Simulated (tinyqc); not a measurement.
One anharmonic mode: perturbation theory, self-consistent phonons and exact levels: one step, computed by the program tinyqc. Command: `OMP_NUM_THREADS=1 python tinyqc.py 3018930 3018931 out.jsonl scp walk`. One thread of a shared host (Intel(R) Xeon(R) Processor @ 2.30GHz), about 0.04 s of CPU time with the checks.

V(x) = k x^2/2 + b x^4 for one coordinate x of mass M. A constant K > 0 gives hbar Omega = sqrt((hbar^2/u) K/M) with K in eV/angstrom^2 and M in u.

Problem. Shape of the double well. Minima at x_0 = sqrt(-k/(4 b)), depth k^2/(16 b), curvature -2k there.

Inputs (values chosen for the exercise, for a model mode): mode mass M = 93.2 u; harmonic constant k = -15.2 eV/angstrom^2; quartic constant b = 1840 eV/angstrom^4.

Shape: double well.

Constants: hbar^2/u = 4.18015928e-03 eV angstrom^2.

Give: x_0; well depth; harmonic quantum in a well; depth / zero-point energy of a well.

Solution.

x_0 = 0.04544 angstrom

well depth = 7.848 meV

harmonic quantum in a well = 36.93 meV

depth / zero-point energy of a well = 0.4251

The zero-point energy exceeds the depth, so the ground state spreads over the barrier.
